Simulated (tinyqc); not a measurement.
# Inputs raised by 10 %, one at a time

Model: interdiffusion in a binary couple: Darken equations, Kirkendall shift and Boltzmann-Matano analysis. Computed by tinyqc, a small Python program. Command: `OMP_NUM_THREADS=1 python tinyqc.py 3015177 3015178 out.jsonl darken sens`. One thread of a shared host (Intel(R) Xeon(R) Processor @ 2.30GHz), about 0.1 s of CPU time with the checks.

x is the mole fraction of B; the molar volume is constant, and the two halves are long enough to count as infinite.

Inputs (values chosen for the exercise, for a model alloy A-B):
```
quantity                            value   unit
tracer diffusivity D*_A(0)        1.4e-15  m^2/s
tracer diffusivity D*_B(0)        5.5e-15  m^2/s
slope k of ln D* with x             -0.39      -
regular-solution parameter W       -0.017     eV
temperature T                        1020      K
left composition x_L                 0.18      -
right composition x_R                0.72      -
time t                              30000      s
composition x for the local step     0.28      -
```

Vacancy-wind correction: none.

Constants: k_B = 8.617333262e-05 eV/K.

Method:
- D*_i(x) = D*_i(0) exp(k x); thermodynamic factor Phi = 1 - 2 W x (1 - x)/(k_B T); intrinsic D_i = D*_i Phi; interdiffusion D~ = x D_A + (1 - x) D_B.
- With lambda = z/sqrt(t), the profile solves d/dlambda (D~ dx/dlambda) + (lambda/2) dx/dlambda = 0 with x = x_L and x_R far to the left and right; z = 0 is the original interface. It is solved as a boundary-value problem in y = lambda/sqrt(D~ at the mean composition) on -12 < y < 12 (collocation, tolerance 1e-8).
- Read from the profile: the position z(x), the area -int_(x_L)^x z dx and the slope.
- Lattice planes move with v = (D_B - D_A) dx/dz; markers from the original interface stay at one composition, where z_K = 2 t v.

Runs; columns: (1) input moved; (2) from; (3) to; (4) marker position z_K (um); (5) interdiffusion coefficient D~ at the local x (m^2/s); (6) slope dx/dz at the local x (1/um); (7) composition at the markers:
```
(1)                                     (2)       (3)    (4)        (5)       (6)     (7)
base run                                  -         -  3.463  4.206e-15  0.008694  0.4834
tracer diffusivity D*_A(0) (m^2/s)  1.4e-15  1.54e-15  3.312  4.244e-15  0.008668  0.4814
tracer diffusivity D*_B(0) (m^2/s)  5.5e-15  6.05e-15  3.779  4.589e-15  0.008312  0.4853
slope k of ln D* with x               -0.39    -0.429  3.432  4.160e-15  0.008732  0.4829
regular-solution parameter W (eV)    -0.017   -0.0187  3.477  4.236e-15  0.008664  0.4835
time t (s)                            30000     33000  3.632  4.206e-15  0.008289  0.4834
```

Exponents ln(y'/y) / ln(x'/x); columns: (1) input; (2) marker position z_K; (3) interdiffusion coefficient D~ at the local x; (4) slope dx/dz at the local x; (5) composition at the markers:
```
(1)                              (2)     (3)     (4)     (5)
tracer diffusivity D*_A(0)    -0.467   0.094  -0.031  -0.044
tracer diffusivity D*_B(0)     0.917   0.914  -0.472   0.041
slope k of ln D* with x       -0.093  -0.115   0.046  -0.011
regular-solution parameter W   0.043   0.076  -0.036   0.001
time t                         0.500   0.000  -0.500   0.000
```

Among the inputs moved here: marker position z_K answers most in size to tracer diffusivity D*_B(0) (exponent +0.917), next to time t (+0.500). Its exponent +0.500 in time t: markers move as sqrt(t). Interdiffusion coefficient D~ at the local x answers most in size to tracer diffusivity D*_B(0) (exponent +0.914), next to slope k of ln D* with x (-0.115); its exponent is below 0.0005 for time t. Slope dx/dz at the local x answers most in size to time t (exponent -0.500), next to tracer diffusivity D*_B(0) (-0.472). Its exponent -0.500 in time t: the profile is a function of z/sqrt(t). Composition at the markers answers most in size to tracer diffusivity D*_A(0) (exponent -0.044), next to tracer diffusivity D*_B(0) (+0.041); its exponent is below 0.0005 for time t. Its exponent 0.000 in time t: the marker composition is fixed.
